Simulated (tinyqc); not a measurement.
Capture against depth of the level: configuration-coordinate model of carrier capture at a defect.

Two parabolas of equal curvature k in one coordinate Q: with the carrier free at the band edge, U_f = k Q^2/2; with the carrier trapped, U_t = k (Q - dQ)^2/2 - ET. ER = k dQ^2/2, Huang-Rhys factor S = ER/hw, hw = 0.0646541 sqrt(k/M) eV for k in eV/angstrom^2 and M in u. The curves cross at a height Eb = (ER - ET)^2/(4 ER) above the free minimum.

Multiphonon factor for giving p = ET/hw phonons to the lattice: W = exp(-S (2 nb + 1)) ((nb + 1)/nb)^(p/2) I_p(x), nb = 1/(exp(hw/kT) - 1), x = 2 S sqrt(nb (nb + 1)), I_p the modified Bessel function. Classical limit: W = hw exp(-Eb/kT)/sqrt(4 pi ER kT). At T = 0: exp(-S) S^p/Gamma(p + 1).

Constants: kB = 8.617333262e-05 eV/K.

Parameters, chosen for this exercise (out of a larger set: of the size met at a deep level in Si; not measured data): ER = 0.24 eV (relaxation energy); hw = 0.032 eV (phonon energy of the mode); T = 77 K (temperature).

ET is varied at fixed ER, hw and T, as by moving the band edge with alloying or pressure.

Against ET:
```
ET/ER  ET (eV)  Eb (eV)  log10 W  log10 W, classical
0.10     0.024   0.0486   -2.505              -3.826
0.25     0.060   0.0338   -1.847              -2.854
0.50     0.120   0.0150   -1.193              -1.627
0.75     0.180   0.0037   -0.895              -0.891
1.00     0.240   0.0000   -0.845              -0.645
1.25     0.300   0.0037   -0.984              -0.891
1.50     0.360   0.0150   -1.277              -1.627
2.00     0.480   0.0600   -2.236              -4.573
3.00     0.720   0.2400   -5.263             -16.354
```

Capture is fastest at ET/ER = 1 among these rows, where the barrier vanishes or nearly so. The classical form is symmetric about ET = ER; the quantum one gives -1.19 at 0.5 and -1.28 at 1.5, against -1.63 for both. At ET = 3 ER it lies 11.1 decades above the classical value: deep levels capture by emitting many phonons, and the rate falls with depth by 12.6 decades per eV between the last two rows. Rows deeper than the gap of the host are formal.

(tinyqc, `OMP_NUM_THREADS=1 python tinyqc.py 1452491 1452492 out.jsonl`, Intel(R) Xeon(R) Processor @ 2.30GHz, 1 thread, shared host, about 0.01 s.)
